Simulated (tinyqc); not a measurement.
# Inverter chain driving a load

N inverters, each f = Hc^(1/N) times larger than the one before: delay tau N (f + pp). Switched capacitance in units of the first input, with output capacitance pp times the input: Hc + (1 + pp)(Hc - 1)/(f - 1).

Parameters, values chosen for the exercise: load over the input capacitance of the chain Hc = 470; parasitic delay of an inverter pp = 1; delay unit tau = 5.4 ps.

Results:
```
N      f  delay (ps)  switched capacitance
2  21.68       244.9                 515.4
3  7.775       142.2                 608.5
4  4.656       122.2                 726.6
5  3.423       119.4                 857.1
6  2.788       122.7                 994.5
8  2.158       136.4                  1280
9  1.981       144.9                  1426
```

Estimate the missing row, N = 7.

Computed row:
```
N      f  delay (ps)  switched capacitance
7  2.408       128.8                  1136
```

With this row back in the table: The delay goes from 245 through a minimum of 119 (at N = 5 among the rows listed) to 145 ps. The best stage effort solves pp + rho (1 - ln rho) = 0, rho = 3.59, which gives N = ln Hc/ln rho = 4.81. One stage fewer than the best costs 2.3 % in delay and saves 15 % of the switched capacitance.

Numbers from tinyqc (`OMP_NUM_THREADS=1 python tinyqc.py 2082001 2082002 out.jsonl`; about 0.01 s on one thread of a shared Intel Xeon 2.30GHz).
